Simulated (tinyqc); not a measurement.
Worked calculation (part 2 of 2): G0W0 on RHF in the sto-6g basis, for BeH2, spin multiplicity 1. Computed by tinyqc, a small Python program that keeps every step (integrals from PySCF). Command: `OMP_NUM_THREADS=1 python tinyqc.py 22940 22941 out.jsonl` (the two numbers bound the seeds that draw the settings). One thread of a shared host (Intel(R) Xeon(R) Processor @ 2.60GHz), about 0.1 s of CPU time with the checks.

Geometry (angstrom):
```
atom         x          y         z
Be    0.000000   0.000000  0.000000
H     0.000000   1.529000  0.000000
H     0.000000  -1.529000  0.000000
```

## G0W0 on Hartree-Fock: HOMO

orbital energies (hartree): MO1 -4.600546, MO2 -0.425399, MO3 -0.384904, MO4 0.210269, MO5 0.210269, MO6 0.370857, MO7 0.728811

Two-electron integrals over orbitals (pq|rs), unique and non-zero (hartree):
```
(11|11) 2.280950    (21|11) -0.188725   (21|21) 0.024557    (22|11) 0.463040
(22|21) -0.005774   (22|22) 0.377924    (31|31) 0.005265    (32|31) 0.011335
(32|32) 0.160771    (33|11) 0.425825    (33|21) -0.002126   (33|22) 0.390267
(33|33) 0.413390    (41|41) 0.016026    (42|41) 0.014733    (42|42) 0.047062
(43|43) 0.012767    (44|11) 0.570059    (44|21) -0.006907   (44|22) 0.355134
(44|33) 0.338418    (44|44) 0.450117    (51|51) 0.016026    (52|51) 0.014733
(52|52) 0.047062    (53|53) 0.012767    (54|54) 0.024258    (55|11) 0.570059
(55|21) -0.006907   (55|22) 0.355134    (55|33) 0.338418    (55|44) 0.401601
(55|55) 0.450117    (61|11) -0.200402   (61|21) 0.026709    (61|22) -0.006336
(61|33) -0.002982   (61|44) -0.005418   (61|55) -0.005418   (61|61) 0.029174
(62|11) 0.138509    (62|21) -0.006502   (62|22) -0.016677   (62|33) -0.041726
(62|44) 0.065900    (62|55) 0.065900    (62|61) -0.005764   (62|62) 0.082922
(63|31) -0.000578   (63|32) -0.092201   (63|63) 0.085762    (64|41) 0.016299
(64|42) 0.046736    (64|64) 0.050328    (65|51) 0.016299    (65|52) 0.046736
(65|65) 0.050328    (66|11) 0.473217    (66|21) -0.007257   (66|22) 0.379984
(66|33) 0.390567    (66|44) 0.356976    (66|55) 0.356976    (66|61) -0.007454
(66|62) -0.026699   (66|66) 0.396630    (71|31) 0.009965    (71|32) 0.017915
(71|63) 0.000122    (71|71) 0.019043    (72|31) 0.004392    (72|32) -0.040987
(72|63) 0.062911    (72|71) 0.008184    (72|72) 0.057947    (73|11) 0.149508
(73|21) -0.003970   (73|22) -0.000939   (73|33) -0.018355   (73|44) 0.068876
(73|55) 0.068876    (73|61) -0.003509   (73|62) 0.078555    (73|66) -0.019703
(73|73) 0.086932    (74|43) 0.013361    (74|74) 0.016908    (75|53) 0.013361
(75|75) 0.016908    (76|31) 0.010012    (76|32) 0.140664    (76|63) -0.090851
(76|71) 0.016291    (76|72) -0.048714   (76|76) 0.136656    (77|11) 0.550817
(77|21) -0.007245   (77|22) 0.404853    (77|33) 0.421367    (77|44) 0.379612
(77|55) 0.379612    (77|61) -0.007600   (77|62) -0.020933   (77|66) 0.415012
(77|73) 0.001392    (77|77) 0.459161
```

excitation energies w (hartree): [0.620181, 0.620181, 0.723377, 0.723377, 0.874242, 0.890594, 1.290591, 1.316233, 4.842808, 4.842808, 5.029426, 5.367331]

X + Y:
```
            1          2          3          4          5          6          7         8
1>4  0.000000   0.000000  -0.000068  -0.011590   0.000000   0.000000   0.000000  0.000000
1>5  0.000000   0.000000  -0.011590   0.000068   0.000000   0.000000   0.000000  0.000000
1>6  0.000000   0.000000   0.000000   0.000000   0.000000   0.003105   0.000000  0.003832
1>7  0.000000   0.000000   0.000000   0.000000   0.001854   0.000000  -0.005871  0.000000
2>4  0.000000   0.000000   0.005504   0.937391   0.000000   0.000000   0.000000  0.000000
2>5  0.000000   0.000000   0.937391  -0.005504   0.000000   0.000000   0.000000  0.000000
2>6  0.000000   0.000000   0.000000   0.000000   0.000000   0.891199   0.000000  0.259905
2>7  0.000000   0.000000   0.000000   0.000000  -0.311249   0.000000   0.910327  0.000000
3>4  0.977593  -0.063146   0.000000   0.000000   0.000000   0.000000   0.000000  0.000000
3>5  0.063146   0.977593   0.000000   0.000000   0.000000   0.000000   0.000000  0.000000
3>6  0.000000   0.000000   0.000000   0.000000   0.895009   0.000000   0.207291  0.000000
3>7  0.000000   0.000000   0.000000   0.000000   0.000000  -0.373684   0.000000  0.866979

            9        10         11        12
1>4  0.000000  0.996681   0.000000  0.000000
1>5  0.996681  0.000000   0.000000  0.000000
1>6  0.000000  0.000000   0.994212  0.000000
1>7  0.000000  0.000000   0.000000  0.996452
2>4  0.000000  0.001628   0.000000  0.000000
2>5  0.001628  0.000000   0.000000  0.000000
2>6  0.000000  0.000000  -0.000755  0.000000
2>7  0.000000  0.000000   0.000000  0.001384
3>4  0.000000  0.000000   0.000000  0.000000
3>5  0.000000  0.000000   0.000000  0.000000
3>6  0.000000  0.000000   0.000000  0.000022
3>7  0.000000  0.000000  -0.000668  0.000000
```

W(p,q,m) = sqrt2 sum_ia (pq|ia) (X+Y)_ia,m; Sigma_c(x) = sum_(i,m) W^2/(x - e_i + w_m) + sum_(a,m) W^2/(x - e_a - w_m); solve x = e_p + Sigma_c(x) by Newton steps; Z = 1/(1 - dSigma/dx); 1 hartree = 27.211386 eV.

The 12 largest terms at x = e_p (hartree; W for the signs of X + Y given):
```
q   m          W       term
2   5  -0.098614   0.010631
7   8   0.135441  -0.007549
6   7   0.106132  -0.005504
2   7  -0.079944   0.004801
6   5   0.080861  -0.004011
3   6  -0.042903   0.002067
7   6   0.053051  -0.001404
3   8  -0.037858   0.001089
4   1   0.017651  -0.000256
5   2   0.017651  -0.000256
2  12   0.025163   0.000117
1  12   0.014051   0.000021
```

Newton steps (hartree):
```
step          x  Sigma_c(x)         Z
0     -0.384904   -0.000252  0.972966
1     -0.385149   -0.000246  0.972959
2     -0.385149   -0.000246  0.972959
```

quasiparticle energy of the HOMO = -10.480443 eV

Hartree-Fock value = -10.473761 eV

## G0W0 on Hartree-Fock: LUMO

As before.

The 12 largest terms at x = e_p (hartree; W for the signs of X + Y given):
```
q   m          W       term
4   8   0.108642  -0.008967
6   4   0.061690  -0.004305
2   4   0.062148   0.002842
4   6   0.046633  -0.002442
7   1   0.018472  -0.000300
3   1   0.017651   0.000256
6  10   0.023082  -0.000106
2  10   0.020874   0.000080
1   4   0.019268   0.000067
1  10   0.022623   0.000053
4  11  -0.007753  -0.000012
7   2  -0.001193  -1.25e-06
```

Newton steps (hartree):
```
step         x  Sigma_c(x)         Z
0     0.210269   -0.012835  0.983238
1     0.197649   -0.012621  0.983531
2     0.197647   -0.012621  0.983531
```

quasiparticle energy of the LUMO = 5.378258 eV

Hartree-Fock value = 5.721704 eV
